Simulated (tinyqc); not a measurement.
Metal gate on a two-layer dielectric stack with fixed charge and a dipole: two steps of the calculation.

Gate, layer 2, layer 1, p-type semiconductor; x runs from the gate inwards. Charges are counted in units of +q. psi is the band bending at the surface, positive towards inversion. Classical charge, Boltzmann statistics, no interface traps.

Inputs (values chosen for the exercise); band and dielectric values close to those of In0.53Ga0.47As, layer 1 close to aluminium oxide, layer 2 close to hafnium oxide:
```
symbol,value,unit,meaning
T,300,K,temperature
Eg,0.738,eV,band gap
eps_r,14.2,,relative permittivity
Nc,2.09e17,cm^-3,conduction-band density of states at T
Nv,7.63e18,cm^-3,valence-band density of states at T
chi,4.54,eV,electron affinity
Na,1.7e18,cm^-3,acceptor density
pM,4.5,eV,work function of the gate metal
t1,0.9,nm,"thickness of layer 1, next to the semiconductor"
e1,9.28,,relative permittivity of layer 1
t2,4.3,nm,"thickness of layer 2, next to the gate"
e2,21.3,,relative permittivity of layer 2
Q1,5.3e10,cm^-2,fixed charge at the semiconductor interface
Q2,3.8e11,cm^-2,fixed charge between the layers
r1,4.2e18,cm^-3,uniform charge density in layer 1
r2,8.7e17,cm^-3,uniform charge density in layer 2
Vd,0,V,flat-band shift by a dipole layer between the layers
```

Constants: q = 1.602176634e-19 C, kB = 1.380649e-23 J/K, Vt = kB T/q, eps0 = 8.8541878128e-14 F/cm where lengths are in cm. Results are converted to the units shown.

Problem 1. Flat-band voltage, term by term. EOT = 3.9 (t1/e1 + t2/e2), Cox = eps0/(t1/e1 + t2/e2); phi_ms = pM - (chi + Eg - Vt ln(Nv/Na)). Vfb = phi_ms + Vd - (q/eps0) [Q1 (t1/e1 + t2/e2) + Q2 t2/e2 + r1 (t1^2/(2 e1) + t1 t2/e2) + r2 t2^2/(2 e2)]: each charge counts with its electrical distance from the gate.

Find: terms; Vfb.

Solution 1.

terms (V): phi_ms -0.73918, dipole 0.00000, Q1 -0.00287, Q2 -0.01388, r1 -0.01713, r2 -0.00683
Vfb = -0.77989 V

Apart from phi_ms the largest term is that of r1, -17.1 mV; all charges and the dipole together move Vfb by -40.7 mV.

Problem 2. Threshold voltage. ni = sqrt(Nc Nv) exp(-Eg/(2 Vt)), Eg in volts, pB = Vt ln(Na/ni), Vth = Vfb + 2 pB + sqrt(4 q eps0 eps_r Na pB)/Cox.

Vfb = -0.77989000 V
Cox = 2.9626472 uF/cm^2

Give: ni; pB; depletion charge; Vth.

Solution 2.

ni = 7.987e11 cm^-3
pB = 0.3767 V
depletion charge = 0.7183 uC/cm^2
Vth = 0.2159 V

Program tinyqc, `OMP_NUM_THREADS=1 python tinyqc.py 2010072 2010073 out.jsonl`; Intel Xeon 2.30GHz, shared host, one thread, about 0.01 s.
